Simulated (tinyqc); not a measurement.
# Thickness and doping from the maximum and minimum capacitance

Question. A MOS capacitor has Cmax = Cox = eps0 eox/tox and 1/Cmin = 1/Cox + Wm/(eps0 eps_r), with Wm = sqrt(4 eps0 eps_r Vt ln(N/ni)/(q N)) and N well above ni. Find tox, Wm and N.

Values chosen for this exercise; band and dielectric values close to those of silicon:
```
symbol  value  unit                                                                 meaning
T         300     K                                                             temperature
eps_r    11.6                                                         relative permittivity
eox      7.28        relative permittivity of the gate insulator (close to silicon nitride)
```

Constants: q = 1.602176634e-19 C, kB = 1.380649e-23 J/K, Vt = kB T/q, eps0 = 8.8541878128e-14 F/cm where lengths are in cm. Results are converted to the units shown.

Cmax = 1.4990346 uF/cm^2
Cmin = 0.32699101 uF/cm^2
ni = 1.0580143e10 cm^-3

Answer. Cmax gives tox and the series difference Wm. N follows by iterating N = 4 eps0 eps_r Vt ln(N/ni)/(q Wm^2); ln(N/ni)/N falls steadily for N > e ni, so there is one root in that range.

tox = 4.300 nm
Wm = 24.56 nm
N = 2.100e18 cm^-3

Program tinyqc, `OMP_NUM_THREADS=1 python tinyqc.py 2060092 2060093 out.jsonl`; Intel Xeon 2.30GHz, shared host, one thread, about 0.01 s.
